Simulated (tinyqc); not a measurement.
FCI on RHF in the sto-3g basis, for H3-, spin multiplicity 1, step by step. The basis has no diffuse functions, so it cannot describe the extra electron: this is an exercise in the method, not the real anion. One step of it, computed by the program tinyqc.

Task: FCI: roots. Diagonalise (each vector has its largest component positive (the first on a tie)); all determinants have Ms = 0, so triplets appear too. The lowest singlet root is the correlation energy.

Occupation strings over the orbitals (2 doubly, a alpha, b beta, 0 empty; spin orbitals ordered 1a 1b 2a 2b ...): 220 a2b b2a 202 022

H - E(HF) between determinants (hartree), order 220, a2b, b2a, 202, 022:
```
[[0.000000, 0.000000, 0.000000, 0.145035, 0.138649],
 [0.000000, 0.733482, -0.138649, 0.143130, 0.015502],
 [0.000000, -0.138649, 0.733482, -0.143130, -0.015502],
 [0.145035, 0.143130, -0.143130, 1.120565, 0.162185],
 [0.138649, 0.015502, -0.015502, 0.162185, 1.498225]]
```

Give: lowest roots of this matrix, relative to E(HF); lowest vectors; <S^2> of these roots; weight of the ground state by excitation level 0, 1, 2, ....

Result:

lowest roots of this matrix, relative to E(HF) (hartree): [-0.028, 0.595, 0.758, 1.168, 1.592]

lowest vectors, order 220, a2b, b2a, 202, 022:
```
[[0.989, 0.000, -0.077, 0.044],
 [0.020, 0.707, 0.609, 0.345],
 [-0.020, 0.707, -0.609, -0.345],
 [-0.119, 0.000, -0.494, 0.761],
 [-0.078, 0.000, 0.097, -0.425]]
```

<S^2> of these roots: [0.000, 2.000, 0.000, 0.000, 0.000]

weight of the ground state by excitation level 0, 1, 2, ...: [0.979, 0.001, 0.020]
